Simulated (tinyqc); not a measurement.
Keating valence-force model of a tetrahedral crystal. Changing the bond bending beta. Computed by tinyqc, a small Python program. Command: `OMP_NUM_THREADS=1 python tinyqc.py 3010926 3010927 out.jsonl keating sweep`. One thread of a shared host (Intel(R) Xeon(R) Processor @ 2.30GHz), about 0.05 s of CPU time with the checks.

Atom A sits at 0 and atom B at a/4 (1,1,1) of an fcc lattice; the four bonds from A are t = a/4 (1,1,1), a/4 (1,-1,-1), a/4 (-1,1,-1), a/4 (-1,-1,1), of length d = sqrt(3) a/4. Energy: E = (3 alpha/(8 d^2)) sum over bonds (r.r - d^2)^2 + (3 beta/(8 d^2)) sum over pairs of bonds at one atom (r_i.r_j + d^2/3)^2; both atoms have the mass M. The cell holds two atoms, Omega = a^3/4. 1 N/m = 1 J/m^2.

Inputs (values chosen for the exercise, for a model crystal): lattice constant a = 6.314 angstrom; atomic mass M = 45.8 u; bond stretching alpha = 52.2 N/m.

Structure: diamond.

Constants: nu for 1 eV/(angstrom^2 u) = 15.6333042 THz; 1 eV/angstrom^2 = 16.02176634 J/m^2; 1 THz = 33.35640952 1/cm.

Method:
- C11 = (alpha + 3 beta)/a, C12 = (alpha - beta)/a, C44 = 4 alpha beta/(a (alpha + beta)); with the two sublattices clamped C44(0) = (alpha + beta)/a; internal-strain parameter zeta = (alpha - beta)/(alpha + beta); B = (C11 + 2 C12)/3.
- mu = M/2; lambda = 4 (alpha + beta)/mu with the springs in eV/angstrom^2; nu = 15.6333042 THz x sqrt(lambda).
- With displacements u exp(i q.r), each bracket changes by g.u, where g = (g_A, g_B): bond t, g = (-2 t, 2 t exp(i q.t)); pair (i, j) at A, g = (-(t_i + t_j), t_i exp(i q.t_j) + t_j exp(i q.t_i)); pair at B, g = (-t_i exp(-i q.t_j) - t_j exp(-i q.t_i), t_i + t_j). Then D_mn = sum over the 4 bonds and 12 pairs of (4 k/a^2) conj(g_m) g_n / sqrt(M_m M_n), with k = alpha or beta converted to eV/angstrom^2.
- An eigenvalue lambda of D in eV/(angstrom^2 u) gives nu = 15.6333042 THz x sqrt(lambda).
- Take the lowest frequency at X = (1, 0, 0) 2 pi/a, the transverse acoustic (TA) mode.

One run for each value:

| bond bending beta (N/m) | C44 (GPa) | internal-strain parameter zeta | TA frequency at X (THz) | C11 (GPa) | C12 (GPa) | Raman frequency (THz) |
|---|---|---|---|---|---|---|
| 1.6 | 9.83 | 0.94052 | 2.065 | 90.28 | 80.139 | 11.973 |
| 2.5 | 15.11 | 0.90859 | 2.581 | 94.55 | 78.714 | 12.073 |
| 4.1 | 24.08 | 0.85435 | 3.305 | 102.15 | 76.180 | 12.248 |
| 6.7 | 37.62 | 0.77250 | 4.225 | 114.51 | 72.062 | 12.528 |
| 11.0 | 57.56 | 0.65190 | 5.414 | 134.94 | 65.252 | 12.977 |
| 18.0 | 84.79 | 0.48718 | 6.925 | 168.20 | 54.165 | 13.677 |
| 29.0 | 118.10 | 0.28571 | 8.790 | 220.46 | 36.744 | 14.709 |
| 47.0 | 156.68 | 0.05242 | 11.191 | 305.99 | 8.236 | 16.258 |

Over the rows, C44 (GPa) rises from 9.83 to 157 (exponent d ln y / d ln x 0.96 between the first rows and 0.59 between the last); internal-strain parameter zeta falls from 0.941 to 0.0524 (exponent d ln y / d ln x -0.077 between the first rows and -3.5 between the last); TA frequency at X (THz) rises from 2.06 to 11.2 (exponent d ln y / d ln x about 0.50 throughout). At the low end the exponent of C44 is 0.96, close to 1: for beta much below alpha the relaxed C44 tends to 4 beta/a. The exponent of TA frequency at X stays at 0.50: this mode mostly bends angles, so nu goes as sqrt(beta). The clamped-to-relaxed loss zeta^2 shrinks from 88 % to 0 %. Without bond bending C44, C11 - C12 and the TA frequency at X would all vanish: the tetrahedral net is held against shear by its angles.

Extremes, crossings and ranges named in words are read from the listed rows.
